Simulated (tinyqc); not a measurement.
Model parameters from four stresses.

Problem. The threshold shift of a transistor under bias-temperature stress follows dV = A (V/V0)^g exp[-(Ea q/kB)(1/T - 1/T0)] (t/1 s)^n. Find n, A, g and Ea.

Inputs (values chosen for the exercise):
- V0 = 1.8 V (reference stress voltage)
- T0 = 398 K (reference temperature)

Constants: q = 1.602176634e-19 C, kB = 1.380649e-23 J/K. Results are converted to the units shown.

dV at (V0, T0, 10 s), (V0, T0, 1000 s), (1.5 V, T0, 1000 s) and (V0, 423 K, 1000 s) (mV): 11.990826  36.211715  14.289753  40.156189

Solution. Each pair differs in one condition, and the logarithm of its ratio gives one exponent.

n = 0.2400
A = 6.900 mV
g = 5.100
Ea = 0.06000 eV

Program tinyqc, `OMP_NUM_THREADS=1 python tinyqc.py 2070115 2070116 out.jsonl`; Intel Xeon 2.30GHz, shared host, one thread, about 0.01 s.
